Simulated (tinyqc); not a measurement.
What each parameter does: shallow donor in an anisotropic valley (effective-mass theory).

One valley: H = -c [(d2/dx2 + d2/dy2)/mt + (d2/dz2)/ml] - q/(eps r), c = hbar^2/2m0, q = e^2/(4 pi eps0). Trial function exp(-sqrt((x^2 + y^2)/a^2 + z^2/b^2)) with a > b: T = (c/3)(2/(mt a^2) + 1/(ml b^2)), V = -(q/eps) atan(u/b)/u, u = sqrt(a^2 - b^2). The central cell of the impurity is left out.

Constants: hbar^2/2m0 = 3.80998211 eV angstrom^2; e^2/(4 pi eps0) = 14.39964547 eV angstrom.

Values chosen for the exercise (out of a larger set: near those of 3C SiC; not measured data): ml = 0.657 m0 (longitudinal mass); mt = 0.253 m0 (transverse mass); eps = 9.7 (dielectric constant).

The minimum of the trial energy. Each row changes one parameter from the base and keeps the others.

Results:
```
case           E (meV)  a (angstrom)  b (angstrom)    b/a
base            -48.88         16.83         12.00  0.713
ml = 0.526 m0   -45.92         17.52         13.51  0.771
mt = 0.278 m0   -52.33         15.58         11.48  0.737
eps = 8.7       -60.76         15.09         10.76  0.713
```

The largest shifts from the base row, up to three for each result and ties (the steps differ in size, so this ranks the rows, not the parameters). E (meV): eps -11.88, mt -3.44, ml +2.96. a (angstrom): eps -1.73, mt -1.25, ml +0.70. b (angstrom): ml +1.51, eps -1.24, mt -0.52. b/a: ml +0.058, mt +0.024; unchanged at the printed digits by eps. eps only rescales the solution (E as 1/eps^2, lengths as eps), so b/a depends on ml/mt alone.

Computed by tinyqc, a small Python program: `OMP_NUM_THREADS=1 python tinyqc.py 1252464 1252465 out.jsonl` (the numbers bound the seed that draws the inputs); one thread of a shared host (Intel(R) Xeon(R) Processor @ 2.30GHz), about 0.01 s for the whole set of steps.
